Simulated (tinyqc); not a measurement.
Crystallisation kinetics and data retention of a phase-change cell: kissinger analysis.

Johnson-Mehl-Avrami-Kolmogorov law X = 1 - exp(-y^n), y = integral of k dt, k = (1/100 s) exp[-(Ec q/kB)(1/T - 1/T1)].

Tp is the temperature of the largest dX/dt on a ramp of rate b (b in K/min in the logarithm).

Inputs (values chosen for the exercise); values of the order of Ge-Sb-Te and related chalcogenides:
- Ec = 2.45 eV (activation energy of crystallisation)
- T1 = 414 K (temperature at which the rate k is 1/(100 s))
- n = 4 (Avrami exponent)

Constants: q = 1.602176634e-19 C, kB = 1.380649e-23 J/K. Results are converted to the units shown.

Kissinger analysis:
```
b (K/min),Tp (K),q/kB Tp (1/eV),ln(b/Tp^2),X at the peak
0.5,402.86,28.805,-12.690,0.62961
1,406.75,28.530,-12.016,0.62959
2,410.71,28.255,-11.343,0.62956
5,416.06,27.891,-10.452,0.62953
10,420.21,27.616,-9.7789,0.62951
20,424.43,27.341,-9.1058,0.62948
50,430.14,26.978,-8.2162,0.62945
100,434.57,26.704,-7.5435,0.62942
```

Read the table: what changes, and by how much?

Tp rises from 403 to 435 K. The slope of ln(b/Tp^2) against q/kB Tp between the end rows is -2.449 eV, against Ec = 2.45 eV, and X at the peak stays near 1 - 1/e = 0.632 (0.630 to 0.629).

Range of the model: One Arrhenius rate is assumed; incubation, growth from the boundary and the non-Arrhenius kinetics of the supercooled liquid are left out.

Numbers from tinyqc (`OMP_NUM_THREADS=1 python tinyqc.py 2490139 2490140 out.jsonl`; about 0.04 s on one thread of a shared Intel Xeon 2.30GHz).
